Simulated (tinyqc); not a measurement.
Photoconductance decay in a wafer: bulk and surface recombination modes, and iron detection by pair splitting: one step, computed by the program tinyqc.

Both faces of the wafer have the same S; injection is low and all coefficients are constant. x runs from -W/2 to W/2.

Task: Decay rates of the even modes. Even modes cos(a x) obey b tan b = S W/(2 D) with b = a W/2, odd modes sin(a x) obey -b cot b = S W/(2 D); each decays at the rate 1/tau_b + D a^2.

Inputs (values chosen for the exercise, modelled on p-type silicon):
```
quantity                          value         unit
thickness W                         300   micrometre
diffusivity D                      26.6       cm^2/s
bulk lifetime tau_b without iron   1200  microsecond
surface recombination velocity S     22         cm/s
```

Give: the table «The first four even modes: b, surface rate and decay time» with the columns b_n, surface rate D a^2 (1/s), decay time (microsecond), for n = 0, 1, 2, 3.

Result:

The first four even modes: b, surface rate and decay time:
```
n    b_n  surface rate D a^2 (1/s)  decay time (microsecond)
0  0.111                 1.461e+03                 4.359e+02
1  3.146                 1.170e+06                 8.543e-01
2  6.285                 4.670e+06                 2.141e-01
3  9.426                 1.050e+07                 9.519e-02
```
